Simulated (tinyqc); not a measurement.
Three programmes: liquidus of a compound AB in a simple-solution melt, liquid-phase epitaxy and vapour pressures. Computed by tinyqc, a small Python program. Command: `OMP_NUM_THREADS=1 python tinyqc.py 3024367 3024368 out.jsonl liq35 walk`. One thread of a shared host (Intel(R) Xeon(R) Processor @ 2.30GHz), about 0.04 s of CPU time with the checks.

x is the atom fraction of B in the melt. The melt is a simple solution: R T ln gamma_B = W (1 - x)^2, R T ln gamma_A = W x^2, W = a + b T. The solid AB is stoichiometric.

Inputs (values chosen for the exercise, for a model compound):
```
quantity,value,unit
melting point T_F,1733,K
entropy of fusion S_F,68.3,J/(mol K)
interaction a,14,kJ/mol
interaction slope b,-24.6,J/(mol K)
saturation temperature T,1103,K
step dT,6.3,K
cooling rate c,0.19,K/min
diffusivity in the melt D,2.9e-05,cm^2/s
molar volume of the melt V_L,12.1,cm^3/mol
lattice constant a0,5.451,angstrom
melt depth w,8.7,mm
```

Constants: R = 8.314462618 J/(mol K); N_A = 6.02214076e+23 1/mol; k_B = 8.617333262e-05 eV/K.

Method:
- Liquidus (Vieland): f(x) = R T ln[4 x (1 - x)] + 2 W (1/2 - x)^2 + S_F (T_F - T) = 0.
- Newton steps with f' = (1 - 2x)[R T/(x (1 - x)) - 2 W], from the dilute estimate x = (1/4) exp[-(S_F (T_F - T) + W/2)/(R T)]; stop below 1e-13; f under 1e-6 shown as 0.
- dx/dT = -(df/dT)/f', df/dT = R ln[4 x (1 - x)] + 2 b (1/2 - x)^2 - S_F, f' = (1 - 2x)[R T/(x (1 - x)) - 2 W]. Concentrations: C_L = x N_A/V_L in the melt, C_S = 4/a0^3 in the solid; m = dT/dC_L.
- Semi-infinite melt (Hsieh): step d = 2 dT sqrt(D t/pi)/(C_S m); ramp d = (4/3) c sqrt(D/pi) t^(3/2)/(C_S m); supercooling is their sum. A melt of depth w can give at most w (undercooling)/(C_S m).

C_S = 2.46963e+22 1/cm^3

slope m = 3.51944e-19 K cm^3

dx/dT = 5.70901e-05 1/K

solubility x = 0.00465060

Thickness (micrometre):
```
t (min),step,ramp,supercooling,sqrt(D t) (mm)
0.2,0.1526,6.1352e-04,0.1532,0.1865
0.5,0.2412,2.4252e-03,0.2437,0.2950
1.0,0.3412,6.8594e-03,0.3480,0.4171
2.0,0.4825,1.9401e-02,0.5019,0.5899
5.0,0.7629,7.6690e-02,0.8396,0.9327
10.0,1.0789,2.1691e-01,1.2958,1.3191
20.0,1.5257,6.1352e-01,2.1393,1.8655
```

What follows from these numbers?

Step cooling goes as t^(1/2), ramp cooling as t^(3/2); they are equal at t = 3 dT/(2 c) = 49.7 min. The local exponent of their sum runs from 0.51 to 0.72. Rows with sqrt(D t) above about half the depth of 8.7 mm are overestimates.
